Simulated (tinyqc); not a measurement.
What moves the results: band edges of strained Si(1-x)Ge(x) on relaxed Si(1-y)Ge(y). A value that a table varies takes the place of the one given here.

Values are linear in the Ge fraction but for ED(x) = linear - CD x (1 - x) and a(x) = linear - Ca x (1 - x). Energies are on the common scale of Ev.

Coherent growth on a (110) face: e_par = (a(y) - a(x))/a(x), e_perp = -(C11 + 3 C12 - 2 C44)/(C11 + C12 + 2 C44) e_par; exx = eyy = (e_par + e_perp)/2, ezz = e_par, exy = (e_perp - e_par)/2, eyz = ezx = 0.

A valley with unit axis u lies at Ev + gap + (av + a_valley) tr(e) + Xu (u.e.u - tr(e)/3); the Delta axes are x, y, z and the L axes [111], [1-1-1], [-11-1], [-1-11]. The second-order shift of the Delta valleys under shear is left out; it lowers the pair normal to the sheared plane by tens of meV at a shear of 1 %.

Valence edges: Ev plus the levels of the 6 x 6 matrix of X, Y, Z times spin with -Dso/3 + l exx + m (eyy + ezz) on the diagonal (cyclic), n exy off it, l = av + 2 b, m = av - b, n = sqrt(3) d. Spin-orbit term (Dso/3) L.sigma on X, Y, Z with (L_k)_ij = -i epsilon_kij: <X+|H|Y+> = -i Dso/3, <X+|H|Z-> = Dso/3, <Y+|H|Z-> = -i Dso/3, <Z+|H|X-> = -Dso/3, <Z+|H|Y-> = i Dso/3, <X-|H|Y-> = i Dso/3, and their conjugates; + and - are the spin along z.

Coherent growth: e_par = (a(y) - a(x))/a(x). (001): e_perp = -2 (C12/C11) e_par; exx = eyy = e_par, ezz = e_perp, no shear. (111): e_perp = -(2 C11 + 4 C12 - 4 C44)/(C11 + 2 C12 + 4 C44) e_par; exx = eyy = ezz = (2 e_par + e_perp)/3 and exy = eyz = ezx = (e_perp - e_par)/3. (110): e_perp = -(C11 + 3 C12 - 2 C44)/(C11 + C12 + 2 C44) e_par; exx = eyy = (e_par + e_perp)/2, ezz = e_par, exy = (e_perp - e_par)/2, eyz = ezx = 0.

Inputs chosen for the exercise (end members near Si and Ge, in this order; the results hold for these values, not for the real material): a = (5.427, 5.659) angstrom (lattice constant); Dso = (0.044, 0.292) eV (spin-orbit splitting); av = (2.44, 1.25) eV (valence hydrostatic potential); b = (-2.12, -2.58) eV (tetragonal shear potential); d = (-4.81, -5.31) eV (trigonal shear potential); C11 = (166.4, 127.1) GPa; C12 = (64.1, 47.9) GPa; C44 = (78.6, 67.2) GPa; Ev = (0, 0.65) eV (top of the unstrained valence band); ED = (1.168, 0.919) eV (gap to the Delta valleys); EL = (1.985, 0.73) eV (gap to the L valleys); aD = (1.84, 1.38) eV (hydrostatic potential of the Delta gap); aL = (-3.42, -2.81) eV (hydrostatic potential of the L gap); XuD = (9.18, 9.5) eV (uniaxial potential, Delta); XuL = (16.78, 15.49) eV (uniaxial potential, L); CD = 0.211 eV (bowing of the Delta gap); Ca = 0 angstrom (bowing of the lattice constant); face = 110 (growth face); y = 0.1 (Ge fraction of the relaxed buffer); x = 0.17 (Ge fraction of the layer).

## Composition of the layer

The buffer is kept. dEc = Ec(buffer) - Ec(layer), dEv = Ev(layer) - Ev(buffer); buffer edges Ev(y) and Ev(y) + min(ED, EL). The digit behind Delta or L counts whole valleys.

Results:

| x | e_par (%) | lowest valleys | gap (eV) | next valleys above (meV) | valence splitting (meV) | dEc (eV) | dEv (eV) |
|---|---|---|---|---|---|---|---|
| 0.00 | 0.43 | Delta4 | 1.144 | 30 | 42 | 0.004 | -0.024 |
| 0.19 | -0.38 | Delta2 | 1.045 | 27 | 25 | 0.018 | 0.061 |
| 0.28 | -0.76 | Delta2 | 0.970 | 53 | 44 | 0.030 | 0.124 |
| 0.37 | -1.14 | Delta2 | 0.898 | 79 | 60 | 0.037 | 0.189 |
| 0.46 | -1.51 | Delta2 | 0.831 | 105 | 74 | 0.039 | 0.254 |
| 0.56 | -1.92 | Delta2 | 0.761 | 133 | 90 | 0.035 | 0.328 |
| 0.65 | -2.29 | Delta2 | 0.702 | 158 | 103 | 0.026 | 0.396 |

The gap is 1.144 eV in the first row and 0.702 eV in the last. The lowest valleys change: Delta4 to Delta2 between x = 0.00 and 0.19. Per 0.1 of x the valence offset moves by +65 meV on average; the conduction offset lies between +4 and +39 meV, not monotonically. Both carriers sit on one side for x = 0.19, 0.28, 0.37, 0.46, 0.56 and 0.65, and on opposite sides elsewhere. Offsets below about 30 meV are within the spread of parameter sets, so those rows do not settle the type. Strains above 2 % can be kept only in layers of a few nanometres.

## Composition of the buffer

The layer is kept. dEc = Ec(buffer) - Ec(layer), dEv = Ev(layer) - Ev(buffer); buffer edges Ev(y) and Ev(y) + min(ED, EL). The digit behind Delta or L counts whole valleys.

Results:

| y | e_par (%) | lowest valleys | gap (eV) | next valleys above (meV) | valence splitting (meV) | dEc (eV) | dEv (eV) |
|---|---|---|---|---|---|---|---|
| 0.00 | -0.72 | Delta2 | 1.014 | 50 | 38 | 0.038 | 0.116 |
| 0.10 | -0.30 | Delta2 | 1.062 | 21 | 21 | 0.014 | 0.048 |
| 0.21 | 0.17 | Delta4 | 1.089 | 12 | 15 | 0.005 | -0.012 |
| 0.31 | 0.59 | Delta4 | 1.064 | 41 | 57 | 0.019 | -0.038 |
| 0.41 | 1.02 | Delta4 | 1.035 | 71 | 104 | 0.038 | -0.058 |
| 0.51 | 1.44 | Delta4 | 1.005 | 101 | 152 | 0.061 | -0.078 |
| 0.62 | 1.91 | Delta4 | 0.970 | 133 | 206 | 0.091 | -0.097 |
| 0.72 | 2.33 | Delta4 | 0.939 | 163 | 254 | 0.123 | -0.115 |

The gap is 1.014 eV in the first row and 0.939 eV in the last, with its largest listed value, 1.089 eV, at y = 0.21: it peaks near the match y = x, since strain of either sign narrows it. The lowest valleys change: Delta2 to Delta4 between y = 0.10 and 0.21. Per 0.1 of y the valence offset moves by -32 meV on average; the conduction offset lies between +5 and +123 meV, not monotonically. Both carriers sit on one side for y = 0.00 and 0.10, and on opposite sides elsewhere. Offsets below about 30 meV are within the spread of parameter sets, so those rows do not settle the type. Strains above 2 % can be kept only in layers of a few nanometres.

## The same layer on three faces

dEc = Ec(buffer) - Ec(layer), dEv = Ev(layer) - Ev(buffer); buffer edges Ev(y) and Ev(y) + min(ED, EL). The digit behind Delta or L counts whole valleys.

Results:

| face | e_par (%) | lowest valleys | gap (eV) | next valleys above (meV) | valence splitting (meV) | dEc (eV) | dEv (eV) | Delta spread (meV) | L spread (meV) |
|---|---|---|---|---|---|---|---|---|---|
| (001) | -0.30 | Delta4 | 1.062 | 49 | 20 | 0.014 | 0.049 | 49 | 0 |
| (111) | -0.30 | Delta6 | 1.076 | 684 | 20 | 0.001 | 0.047 | 0 | 63 |
| (110) | -0.30 | Delta2 | 1.062 | 21 | 21 | 0.014 | 0.048 | 21 | 49 |

On (001) only the Delta valleys split (49 meV), on (111) only the L valleys (63 meV), on (110) both (21 and 49 meV). The lowest valleys are Delta4 on (001), Delta6 on (111) and Delta2 on (110); the smallest gap is 1.062 eV on (001) and the largest 1.076 eV on (111).

## What each parameter does

dEc = Ec(buffer) - Ec(layer), dEv = Ev(layer) - Ev(buffer); buffer edges Ev(y) and Ev(y) + min(ED, EL). Each row changes one parameter from the base and keeps the others.

Results:

| case | gap (eV) | valence splitting (meV) | dEc (eV) | dEv (eV) |
|---|---|---|---|---|
| base | 1.0622 | 20.5 | 0.0142 | 0.0477 |
| x = 0.2 | 1.0364 | 27.6 | 0.0194 | 0.0684 |
| y = 0.13 | 1.0767 | 12.6 | 0.0079 | 0.0272 |
| CD = 0.261 eV | 1.0551 | 20.5 | 0.0168 | 0.0477 |
| Ev = (0, 0.747) eV | 1.0622 | 20.5 | 0.0074 | 0.0545 |
| Dso = (0.051, 0.336) eV | 1.0622 | 21.0 | 0.0142 | 0.0477 |
| b = (-2.438, -2.967) eV | 1.0619 | 20.8 | 0.0142 | 0.0479 |
| C12 = (73.715, 55.085) GPa | 1.0615 | 21.2 | 0.0141 | 0.0486 |
| XuD = (10.557, 10.925) eV | 1.0601 | 20.5 | 0.0163 | 0.0477 |

The largest shifts from the base row, up to three for each result and ties (the steps differ in size, so this ranks the rows, not the parameters). gap (eV): x -0.0258, y +0.0145, CD -0.0071; unchanged at the printed digits by Ev and Dso. valence splitting (meV): y -7.9, x +7.1, C12 +0.7; unchanged at the printed digits by CD, Ev and XuD. dEc (eV): Ev -0.0068, y -0.0064, x +0.0051; unchanged at the printed digits by Dso and b. dEv (eV): x +0.0207, y -0.0205, Ev +0.0068; unchanged at the printed digits by CD, Dso and XuD. The lowest valleys of the layer are Delta2, so among the conduction-band potentials only those of that family reach the gap and dEc; the buffer is unstrained. A shift large enough to swap the lowest family would change that.

Run: tinyqc, `OMP_NUM_THREADS=1 python tinyqc.py 1051427 1051428 out.jsonl`; Intel(R) Xeon(R) Processor @ 2.30GHz, one thread, shared host; about 0.02 s of CPU time with all checks.
